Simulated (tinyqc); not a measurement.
Worked calculation: dopants and charged point defects at anneal temperature: Fermi-level effect, clustering and pairing. Computed by tinyqc, a small Python program that keeps every step. Command: `OMP_NUM_THREADS=1 python tinyqc.py 3031745 3031746 out.jsonl pairing walk`. One thread of a shared host (Intel(R) Xeon(R) Processor @ 2.30GHz), about 0.01 s of CPU time with the checks. Intermediate numbers are printed to about 7 digits and carried at full precision; extremes and crossings named in words are read from the listed rows.

Boltzmann statistics and full ionisation of active dopants. Energies are counted from the valence band; the defect (a vacancy or self-interstitial) has five charge states, with all degeneracy factors one.

Inputs (values chosen for the exercise, for a model semiconductor):

| quantity | value | unit |
|---|---|---|
| gap at 0 K E_g0 | 1.49 | eV |
| Varshni alpha | 0.00061 | eV/K |
| Varshni beta | 148 | K |
| electron mass m_e | 0.078 | m_0 |
| valleys M_c | 1 | - |
| hole mass m_h | 0.417 | m_0 |
| anneal temperature T | 1100 | K |
| total dopant density N | 1.1e+20 | cm^-3 |
| formation enthalpy of the neutral defect H_f | 3.27 | eV |
| formation entropy S_f | 2.7 | k_B |
| site density N_s | 2.3e+22 | cm^-3 |
| intrinsic dopant diffusivity D_i | 1.8e-14 | cm^2/s |
| anneal time t | 6000 | s |
| pair binding energy E_b | 1 | eV |
| pair configurations Z | 6 | - |
| storage temperature T_2 | 450 | K |
| impurity diffusion prefactor D_0 | 0.00014 | cm^2/s |
| impurity migration energy E_m | 0.41 | eV |
| dielectric constant eps | 12 | - |
| active dopant density in the stored part N_2 | 2.6e+15 | cm^-3 |

Dopant: donor. Second part: pairing with a mobile impurity.

defect levels as fractions of E_g(T): (2+/+), (+/0), (0/-), (-/2-): 0.079  0.077  0.42  0.71

Constants: m_0 = 9.1093837015e-31 kg; k_B = 1.380649e-23 J/K; h = 6.62607015e-34 J s; k_B = 8.617333262e-05 eV/K; e^2/(4 pi eps_0) = 14.39964548 eV angstrom.

## The host at the anneal temperature

E_g = E_g0 - alpha T^2/(T + beta). N_c = 2 M_c (2 pi m_e k_B T/h^2)^(3/2) and N_v = 2 (2 pi m_h k_B T/h^2)^(3/2), masses in units of m_0. n_i = sqrt(N_c N_v) exp(-E_g/2 k_B T); E_i = E_g/2 + (k_B T/2) ln(N_v/N_c).

E_g = 0.8985737 eV

k_B T = 0.09479067 eV

n_i = 1.179484e+17 cm^-3

E_i = 0.5684656 eV

effective density of states N_b of the majority band = 3.838142e+18 cm^-3

## Active dopant

No clustering: A = N.

active density A = 1.10e+20 cm^-3

## Carrier density and Fermi level

n = A/2 + sqrt(A^2/4 + n_i^2) for an active density A. chi = n/n_i (for acceptors n_i/p); E_F = E_i + k_B T ln chi; field enhancement h = 1 + A/sqrt(A^2 + 4 n_i^2).

n = 1.100001e+20 cm^-3

chi = 932.6123

E_F = 1.216643 eV

field enhancement h = 1.999998

The doping is 933 n_i: extrinsic conditions. Caution: the carrier density exceeds the effective density of states, where Boltzmann statistics understate the shift of E_F and so the density of charged defects (gap narrowing, also left out, works the other way).

## Charged defects

C_0 = N_s exp(S_f/k_B) exp(-H_f/k_B T). Ratios to the neutral state at E_F = E_i: r_+ = exp((E(+/0) - E_i)/k_B T), r_2+ = r_+ exp((E(2+/+) - E_i)/k_B T), r_- = exp((E_i - E(0/-))/k_B T), r_2- = r_- exp((E_i - E(-/2-))/k_B T); at other E_F state q scales as chi^(-q). The enhancement is sum r_q chi^(-q)/sum r_q. The charge on the defects is left out of neutrality.

neutral defects C_0 = 3.568099e+08 cm^-3

Charge states:

| state | ratio r | intrinsic (cm^-3) | doped (cm^-3) |
|---|---|---|---|
| 2+ | 2.711797e-05 | 9.675960e+03 | 1.112479e-02 |
| + | 5.158360e-03 | 1.840554e+06 | 1.973547e+03 |
| 0 | 1.000000e+00 | 3.568099e+08 | 3.568099e+08 |
| - | 7.505588e+00 | 2.678068e+09 | 2.497599e+12 |
| 2- | 3.604645e+00 | 1.286173e+09 | 1.118669e+15 |

all defects, doped = 1.121167e+15 cm^-3

enhancement over intrinsic = 259355.3

mean charge = -1.997772 e

Doping leaves the neutral state alone and multiplies the total by 259000; the most common state is 2- (in intrinsic material -).

## Dopant diffusivity

If every charge state of the defect carries the dopant equally well, D = D_i x enhancement x h x (active share A/N, a rough stand-in that overstates the dA/dN which immobile clusters call for), D_i being an input held fixed when T or H_f is moved; diffusion length 2 sqrt(D t).

effective diffusivity D = 9.336779e-09 cm^2/s

D/D_i = 518710.0

diffusion length = 149693.9 nm

Caution: so large an enhancement assumes that highly charged defects carry the dopant as well as neutral ones; measured enhancements are far smaller.

## Against doping

chi = n/n_i; h = 1 + A/sqrt(A^2 + 4 n_i^2); the dopant diffusivity over its intrinsic value is D/D_i = enhancement x h x A/N, if every charge state carries the dopant equally well.

Trend at the anneal temperature:

| N (cm^-3) | active A (cm^-3) | chi | defect enhancement | mean charge | D/D_i |
|---|---|---|---|---|---|
| 3.50e+15 | 3.50e+15 | 1.014947e+00 | 1.018214e+00 | -1.219110 | 1.033320e+00 |
| 1.40e+16 | 1.40e+16 | 1.061108e+00 | 1.075305e+00 | -1.234027 | 1.139010e+00 |
| 5.60e+16 | 5.60e+16 | 1.265183e+00 | 1.342913e+00 | -1.292669 | 1.653089e+00 |
| 2.20e+17 | 2.20e+17 | 2.300004e+00 | 3.081509e+00 | -1.483855 | 5.183210e+00 |
| 8.80e+17 | 8.80e+17 | 7.592597e+00 | 2.193787e+01 | -1.778059 | 4.312762e+01 |
| 3.50e+18 | 3.50e+18 | 2.970765e+01 | 2.810662e+02 | -1.933933 | 5.614961e+02 |
| 1.40e+19 | 1.40e+19 | 1.187044e+02 | 4.265973e+03 | -1.982723 | 8.531340e+03 |
| 5.50e+19 | 5.50e+19 | 4.663078e+02 | 6.498377e+04 | -1.995552 | 1.299669e+05 |
| 2.20e+20 | 2.20e+20 | 1.865223e+03 | 1.036264e+06 | -1.998885 | 2.072527e+06 |

Well below n_i = 1.18e17 cm^-3 chi and the enhancement are near 1. At any doping d ln(enhancement)/d ln chi equals minus the mean charge, which goes from -1.22 to -2.00 over the rows. Rows with carriers above N_b lie beyond Boltzmann statistics.

## Pairing in storage

An oppositely charged mobile impurity (density M) pairs with the dopant: pairs/free = Z (N_2/N_s) exp(E_b/k_B T_2) for M << N_2; capture radius R = e^2/(4 pi eps eps_0 k_B T_2); D_m = D_0 exp(-E_m/k_B T_2); association rate 4 pi R D_m N_2; dissociation rate = association rate/(pairs/free); tau = 1/(sum of both). Trapping slows long-range motion to D_m/(1 + pairs/free).

pairs/free = 107375.2

paired share = 0.9999907

capture radius R = 30.94462 angstrom

D_m = 3.583688e-09 cm^2/s

pairing time constant = 0.02759926 s

effective diffusivity of the impurity = 3.337507e-14 cm^2/s

## Pairing against temperature

The formulas are those given above.

Equilibrium and kinetics:

| T (K) | paired share | time constant (s) | D_m (cm^2/s) | effective D (cm^2/s) |
|---|---|---|---|---|
| 270 | 1.000000 | 1.906564e+01 | 3.112659e-12 | 9.905802e-25 |
| 300 | 1.000000 | 3.636714e+00 | 1.813139e-11 | 4.243985e-22 |
| 340 | 1.000000 | 6.378956e-01 | 1.171517e-10 | 2.597016e-19 |
| 380 | 1.000000 | 1.634294e-01 | 5.110609e-10 | 4.116249e-17 |
| 430 | 0.999997 | 4.312491e-02 | 2.191584e-09 | 6.151001e-15 |
| 480 | 0.999953 | 1.520277e-02 | 6.939329e-09 | 3.238639e-13 |
| 550 | 0.998989 | 4.928785e-03 | 2.450205e-08 | 2.478182e-11 |
| 650 | 0.974652 | 1.501727e-03 | 9.272376e-08 | 2.350384e-09 |

Half the impurity is paired at T = E_b/(k_B ln(N_s/(Z N_2))) = 817 K. The time constant at 300 K is 3.6 s. Below 817 K pairs win, and the effective diffusivity has the activation energy E_m + E_b = 1.41 eV; above it the impurity is free and moves with E_m = 0.41 eV.

Checks made by the program: ratios against Boltzmann factors of formation energies at E_F (relative difference below 1e-10).
